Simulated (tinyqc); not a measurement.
Sputter depth profiling of a dopant layer: erosion rate, quantification and the mixing-roughness response: one step, computed by the program tinyqc.

A rastered ion beam erodes silicon (49.94 atoms per nm^3). The measured profile is the true one convolved with a depth response.

Problem. Measured shape. Mixing alone turns a layer at z0 into (1/w) exp(-(z - z0 + w)/w) for z > z0 - w; roughness adds a Gaussian of width sigma. With x = z - z0 + w: g(x) = (1/(2w)) exp(sigma^2/(2 w^2) - x/w) erfc((sigma/w - x/sigma)/sqrt2), and its integral G(x) = (1/2) erfc(-x/(sigma sqrt2)) - w g(x). Measured: C [G(x) - G(x - b)]. Find the maximum, the full width at half maximum and the deep point where the profile falls to C_B; far down, the trailing edge decays by w ln(10) per decade.

Inputs (values chosen for the exercise, modelled on a dopant in silicon under an oxygen or caesium beam):
```
quantity                               value    unit
roughness sigma                          1.2      nm
depth of the top edge z0                  50      nm
box width b                              4.2      nm
box concentration C                  2.1e+20  1/cm^3
level that defines the junction C_B    9e+17  1/cm^3
```

True profile: box.

mixing length w = 2.607681 nm

Give: depth of the maximum; peak concentration; full width at half maximum; apparent junction depth; trailing slope.

Solution.

depth of the maximum = 51.13 nm

peak concentration = 1.363e+20 1/cm^3

full width at half maximum = 5.720 nm

apparent junction depth = 65.51 nm

trailing slope = 6.004 nm/decade

The true deep edge lies at 54.2 nm, so the junction appears 11.3 nm too deep. The peak reaches 64.9 % of the true concentration.
